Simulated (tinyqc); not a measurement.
Tail length against growth temperature: equilibrium and kinetic segregation of a solute to boundaries and growing surfaces. Computed by tinyqc, a small Python program. Command: `OMP_NUM_THREADS=1 python tinyqc.py 3004705 3004706 out.jsonl segreg walk`. One thread of a shared host (Intel(R) Xeon(R) Processor @ 2.30GHz), about 0.01 s of CPU time with the checks.

Inputs (values chosen for the exercise, modelled on a solute in a copper line): exchange barrier E_b = 1.87 eV; surface segregation energy E_s = 0.17 eV; growth rate = 0.95 monolayers/s.

Constants: k_B = 8.617333262e-05 eV/K.

Method. Two-state exchange during growth, dilute: jump up r_u = nu exp(-E_b/(k_B T_g)), jump back r_d = r_u exp(-E_s/(k_B T_g)), nu = 1e13 1/s. In the time 1/R of one monolayer the share carried up is p = [r_u/(r_u + r_d)] [1 - exp(-(r_u + r_d)/R)]; the tail decays as p^n, length -1/ln p monolayers; the equilibrium limit has p = r_u/(r_u + r_d).

Exchange model:
```
T_g (K)       r_u/R        p  length (monolayers)  equilibrium limit
622      7.4222e-03  0.00739                0.204             24.343
666      7.4396e-02  0.07156                0.379             19.835
702      3.9557e-01  0.32310                0.885             17.109
738      1.7869e+00  0.79694                4.406             14.980
767      5.4318e+00  0.92636               13.073             13.587
796      1.5226e+01  0.92261               12.415             12.415
840      6.3499e+01  0.91282               10.963             10.963
905      4.0606e+02  0.89843                9.336              9.336
1013     5.2340e+03  0.87517                7.500              7.500
```

The length peaks among these rows at 767 K with 13.1 monolayers. Below, exchange freezes (r_u/R = 0.0074 in the first row); above, the length follows the equilibrium limit, about exp(E_s/(k_B T)), down to 7.50.

Extremes, crossings and ranges named in words are read from the listed rows.
